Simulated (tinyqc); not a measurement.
Frequency dispersion of an accumulation capacitance by border traps, distributed model: capacitance and loss against frequency.

Traps spread evenly through the insulator exchange electrons with the semiconductor by tunnelling, with tau(x) = t0 exp(2 ka x) at depth x from the interface. The admittance per area Y seen at depth x obeys dY/dx = -Y^2/(i w eps0 eox) + q Nb ln(1 + i w tau)/tau, with Y(0) = i w Cs and w = 2 pi f; the gate sees Y(tox) = G + i w C. Working variable y = Y/(i w), in uF/cm^2. Cox = eps0 eox/tox.

Cox; trap-free value 1/(1/Cox + 1/Cs); response depth d = ln(1/(w t0))/(2 ka), where w tau = 1; lumped estimate: all traps within d act as C_bt = q Nb d placed at d/2, so C = 1/{1/[1/(1/Cs + d/(2 eps0 eox)) + C_bt] + (tox - d/2)/(eps0 eox)}. C and G from a fine integration; dispersion -d C/d log10 f over C, from f times and over 1.1. For a broad spread of time constants G/w is close to -(pi/2) dC/d ln w.

Values chosen for this exercise; permittivity close to that of zirconium oxide:
```
symbol,value,unit,meaning
eox,21.2,,relative permittivity of the insulator
tox,3.7,nm,insulator thickness
Cs,3,uF/cm^2,semiconductor capacitance in accumulation
Nb,1.1e19,cm^-3 eV^-1,density of border traps
ka,4.6,1/nm,decay constant of the wave function in the insulator
t0,2e-9,s,time constant of a trap at the interface
```

Constants: q = 1.602176634e-19 C, eps0 = 8.8541878128e-14 F/cm where lengths are in cm. Results are converted to the units shown.

The same in every row: trap-free C (uF/cm^2) = 1.885.

Capacitance and loss against frequency:
```
f (Hz)	d (nm)	C (uF/cm^2)	G/w (uF/cm^2)	dispersion (% a decade)	-(pi/2) dC/d ln w (uF/cm^2)	lumped C (uF/cm^2)
10	1.727	2.050	0.01911	1.366	0.01910	2.036
100	1.477	2.023	0.01796	1.301	0.01795	2.010
1000	1.227	1.997	0.01687	1.238	0.01686	1.986
10000	0.9763	1.973	0.01584	1.176	0.01583	1.963
1e5	0.7260	1.951	0.01485	1.116	0.01485	1.941
1e6	0.4757	1.930	0.01388	1.057	0.01391	1.921
1e7	0.2255	1.910	0.01258	0.9951	0.01296	1.901
```

C falls from 2.050 to 1.910 uF/cm^2, towards the trap-free 1.885; each decade of frequency removes ln 10/(2 ka) = 0.250 nm from the response depth. The dispersion falls from 1.37 to 0.995 % a decade and G/w falls from 0.0191 to 0.0126 uF/cm^2. G/w lies between 0.970 and 1.00 times -(pi/2) dC/d ln w, the relation for a broad spread of time constants.

Program tinyqc, `OMP_NUM_THREADS=1 python tinyqc.py 2202201 2202202 out.jsonl`; Intel Xeon 2.30GHz, shared host, one thread, about 0.3 s.
